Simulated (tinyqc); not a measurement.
Compensation sets the slope of the freeze-out: donors with valley-orbit split 1s states.

Each donor binds at most one electron, in any of its states. For a site s, W_s = sum over its states of g exp(E/kT), and the ionised share is 1/(1 + W_s exp(eta)), eta = (EF - Ec)/kT; n = Nc F_1/2(eta); neutrality n + NA = ND x (mean ionised share); holes are neglected. Nc from N = 2 (m kB T/(4 pi c))^(3/2) with c = hbar^2/2m0, in 1/angstrom^3; times 1e24 for 1/cm^3, m = md. F_j(eta) = (1/Gamma(j + 1)) integral_0^infinity x^j dx/(1 + exp(x - eta)), which tends to exp(eta) for eta << 0.

Constants: hbar^2/2m0 = 3.80998211 eV angstrom^2; kB = 8.617333262e-05 eV/K.

Inputs chosen for the exercise (near those of As in Si; not measured data): md = 1.049 m0 (density-of-states mass of the conduction band); E = (52, 31.5, 28.7) meV (binding energies of 1s(A1), 1s(T2), 1s(E)); g = (2, 6, 4) (their degeneracies with spin); ND = 2.3e+16 1/cm^3 (donors).

NA = K ND. The slope energy is -d ln(n T^(-p))/d(1/kT) between 30 and 36 K, with p = 3/4 for K = 0 and p = 3/2 otherwise.

Results:

| K | n(30 K) (1/cm^3) | n(36 K) (1/cm^3) | slope energy (meV) |
|---|---|---|---|
| 0 | 4.24e+12 | 2.59e+13 | 25.96 |
| 0.0010 | 7.57e+11 | 1.69e+13 | 43.90 |
| 0.010 | 7.74e+10 | 2.86e+12 | 51.75 |
| 0.050 | 1.49e+10 | 5.56e+11 | 51.93 |
| 0.20 | 3.13e+09 | 1.17e+11 | 51.94 |
| 0.50 | 7.83e+08 | 2.93e+10 | 51.94 |

Without acceptors the slope is 25.96 meV, against half the ground-state energy, 26.00; with K = 0.05 it is 51.93 meV, against the full 52. The full energy (less a few meV where excited levels lie within a few kT) shows where n is far below NA, since the acceptors then hold EF near the donor level: n(36 K)/NA is 0.73 for K = 0.001 and 0.00048 for K = 0.05; where it is not small, the slope falls short of the full energy.

Run: tinyqc, `OMP_NUM_THREADS=1 python tinyqc.py 1652751 1652752 out.jsonl`; Intel(R) Xeon(R) Processor @ 2.30GHz, one thread, shared host; about 0.01 s of CPU time with all checks.
